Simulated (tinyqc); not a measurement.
Two regimes over temperature: microkinetic model of low-temperature epitaxy from hydride gases: adsorption, hydrogen desorption and rate control. Computed by tinyqc, a small Python program. Command: `OMP_NUM_THREADS=1 python tinyqc.py 3020364 3020365 out.jsonl hepi walk`. One thread of a shared host (Intel(R) Xeon(R) Processor @ 2.30GHz), about 0.01 s of CPU time with the checks.

Each hydride molecule needs two free sites and leaves four hydrogen atoms, of which two leave at once as H2; theta is the hydrogen coverage, the site density is 6.78 per nm^2 and one layer is 1.358 angstrom thick.

Inputs (values chosen for the exercise, close to those used for silane and germane, with second-order desorption as on Si(111) but the site density of Si(001)):
```
quantity                                           value  unit
silane pressure p_S                                 0.48    Pa
sticking prefactor of silane s0                    0.023     -
adsorption barrier E_s                              0.32    eV
desorption prefactor nu_d                        4.3e+12   1/s
desorption energy on silicon E_d                    2.08    eV
hydrogen carrier pressure p_H                          0    Pa
sticking of hydrogen s_H                         2.1e-07     -
germane pressure p_G                               0.025    Pa
sticking ratio of germane to silane r_G              5.1     -
lowering of E_d per unit germanium fraction, dE     0.57    eV
```

Film: silicon-germanium. Order of hydrogen desorption: second.

Constants: k_B = 8.617333262e-05 eV/K; u = 1.6605390666e-27 kg; k_B = 1.380649e-23 J/K.

Method:
- Flux per site F = p/(sqrt(2 pi M k_B T) x 6.78e18 per m^2), M = 32.12 u (silane), 76.63 u (germane), 2.016 u (hydrogen); s = s0 exp(-E_s/(k_B T)); k_S = s F_S, k_G = r_G s F_G; germanium fraction x = k_G/(k_S + k_G); k = k_S + k_G; k_H = s_H F_H; k_d = nu_d exp(-(E_d - dE x)/(k_B T)).
- With k the hydride and k_H the hydrogen adsorption rate on free pairs and k_d the desorption rate, steady state: 2 (k + k_H)(1 - theta)^2 = k_d theta^2; growth rate R = k (1 - theta)^2 layers/s; 1 layer/s = 8.148 nm/min.
- Temperatures in kelvin are T(C) + 273.15.
- Limits: desorption-limited R = k_d k/(2 (k + k_H)), adsorption-limited R = k.

Growth:
```
T (C)    theta  G (nm/min)  desorption limit (nm/min)  adsorption limit (nm/min)
400    0.88260  1.5437e-02                 1.9817e-02                     1.1200
450    0.73112  1.1440e-01                 2.1402e-01                     1.5824
500    0.52840  4.7441e-01                 1.6991e+00                     2.1331
550    0.33937  1.2079e+00                 1.0488e+01                     2.7676
600    0.20465  2.2010e+00                 5.2553e+01                     3.4793
650    0.12188  3.2851e+00                 2.2116e+02                     4.2603
700    0.07383  4.3765e+00                 8.0294e+02                     5.1021
750    0.04608  5.4561e+00                 2.5700e+03                     5.9959
800    0.02974  6.5270e+00                 7.3806e+03                     6.9332
850    0.01984  7.5952e+00                 1.9296e+04                     7.9058
```

What follows from these numbers?

The apparent activation energy of G is 1.68 eV between the first rows and 0.31 eV between the last; full hydrogen cover gives a value near the desorption energy (plus E_s where k_H far exceeds k), a bare surface one near E_s less k_B T/2 from the flux. The coverage passes one half between 500 and 550 C, the knee of the Arrhenius plot.

Extremes, crossings and ranges named in words are read from the listed rows.
